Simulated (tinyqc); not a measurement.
Thermal and gravitational stress in a wafer during furnace and rapid thermal processing, and the onset of slip: one step, computed by the program tinyqc. Command: `OMP_NUM_THREADS=1 python tinyqc.py 3027195 3027196 out.jsonl slip walk`. One thread of a shared host (Intel(R) Xeon(R) Processor @ 2.30GHz), about 0.01 s of CPU time with the checks.

A thin free disc in plane stress, isotropic; T(r) = T_centre + dT (r/R)^n. Stress is positive in tension; sigma_SB = 5.670374419e-8 W/(m^2 K^4), g = 9.80665 m/s^2.

Question. Resolved stress round the edge. At the edge the stress is uniaxial along the tangent d = (cos phi, sin phi, 0) of a (001) wafer; the Schmid factor is the largest |(d.n)(d.b)| over the twelve {111}<110> systems.

Inputs (values chosen for the exercise, modelled on silicon): edge less centre temperature dT = -7.7 K.

Temperature profile: edge zone, power law.

hoop stress at the edge = 3.976485 MPa

Give: Schmid factor and resolved stress at phi = 0, 7.5, 15, 22.5, 30, 37.5 and 45 degrees from [100].

Answer.

Schmid factor and resolved stress at phi = 0, 7.5, 15, 22.5, 30, 37.5 and 45 degrees from [100]:
```
phi from [100] (degrees)  Schmid factor  resolved stress (MPa)
0.0                              0.4082                  1.623
7.5                              0.4541                  1.806
15.0                             0.4830                  1.920
22.5                             0.4928                  1.960
30.0                             0.4830                  1.920
37.5                             0.4541                  1.806
45.0                             0.4082                  1.623
```

The factor is 1/sqrt(6) = 0.408 along <100> and <110> and peaks at 0.4928 at 22.5 degrees, so slip, if any, starts at eight places between these directions.
